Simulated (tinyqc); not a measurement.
Two-band tight binding of a puckered layer: one step. One k point.

With X = kx ax/2 and Y = ky ay/2: h = t2 + 2 cos(Y) (t1 exp(iX) + t3 exp(-iX)) + t5 exp(2iX), d = 4 t4 cos(X) cos(Y), H = [[d, h], [h*, d]], E = d -/+ |h|.

Parameters, chosen for this exercise (near a published set for monolayer black phosphorus; not measured data): ax = 4.42 angstrom (period along x (armchair)); ay = 3.26 angstrom (period along y (zigzag)); t1 = -1.221 eV (along the zigzag); t2 = 3.694 eV (across the pucker); t3 = -0.193 eV (second in the sheet); t4 = -0.096 eV (same sublattice); t5 = -0.052 eV (far across); k = (0.51, 0.73) 1/angstrom (wave vector).

Question. Form X, Y, h, d and the levels.

Give: X, Y; h; d; levels.

Answer.

X, Y (rad): 1.12710  1.18990

h = 3.2755-0.7306i eV
d = -0.0613 eV

levels (eV): -3.4173  3.2947

Run: tinyqc, `OMP_NUM_THREADS=1 python tinyqc.py 1482554 1482555 out.jsonl`; Intel(R) Xeon(R) Processor @ 2.30GHz, one thread, shared host; about 0.01 s of CPU time with all checks.
